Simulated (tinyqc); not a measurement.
Schottky diode by thermionic emission with image-force lowering and series resistance: a Richardson plot.

Metal on an n-type semiconductor with one parabolic valley; V > 0 is forward bias (metal positive). I = I0 [exp(Vj/(n Vt)) - 1] with Vj = V - I Rs; I0 = S A* T^2 exp(-(phi - dphi)/Vt), the lowering dphi taken at zero bias.

A* = 4 pi q me m0 kB^2/h^3 (times 1e-4 for A/(cm^2 K^2)); Nc = 2 (2 pi me m0 kB T/h^2)^1.5 (times 1e-6 for cm^-3); xi = Vt ln(Nc/Nd), Vbi = phi - xi; surface field Em = sqrt(2 q Nd (Vbi - V - Vt)/(eps0 eps_r)); dphi = sqrt(q Em/(4 pi eps0 eps_r)). Here V = 0 in Em; phi is held fixed.

Inputs (values chosen for the exercise); band and dielectric values close to those of In0.53Ga0.47As:

| symbol | value | unit | meaning |
|---|---|---|---|
| me | 0.0404 | m0 | electron mass |
| eps_r | 13.7 |  | relative permittivity |
| phi | 0.42 | eV | barrier height seen from the metal |
| Nd | 3e15 | cm^-3 | donor density |
| S | 2e-5 | cm^2 | area |

Constants: q = 1.602176634e-19 C, kB = 1.380649e-23 J/K, h = 6.62607015e-34 J s, m0 = 9.1093837015e-31 kg, Vt = kB T/q, eps0 = 8.8541878128e-14 F/cm where lengths are in cm. Results are converted to the units shown.

A Richardson plot:

| T (K) | dphi (meV) | I0 (A) | ln(I0/(S T^2)) | 1/Vt (1/V) |
|---|---|---|---|---|
| 200 | 13.14 | 2.172e-10 | -22.03 | 58.02 |
| 240 | 12.93 | 1.583e-8 | -18.10 | 48.35 |
| 280 | 12.69 | 3.551e-7 | -15.30 | 41.44 |
| 320 | 12.44 | 3.791e-6 | -13.20 | 36.26 |
| 360 | 12.16 | 2.456e-5 | -11.57 | 32.23 |
| 400 | 11.85 | 1.119e-4 | -10.26 | 29.01 |
| 450 | 11.42 | 5.221e-4 | -8.956 | 25.79 |

I0 grows by 6.38 decades. The line through the end rows has the slope -0.4055 eV and the intercept ln(4.48 A/(cm^2 K^2)), against phi = 0.42 eV and A* = 4.85. The difference comes from the lowering: dphi falls from 13.1 to 11.4 meV.

tinyqc, about 0.01 s, one thread, Intel Xeon 2.30GHz (shared host): `OMP_NUM_THREADS=1 python tinyqc.py 2640021 2640022 out.jsonl`
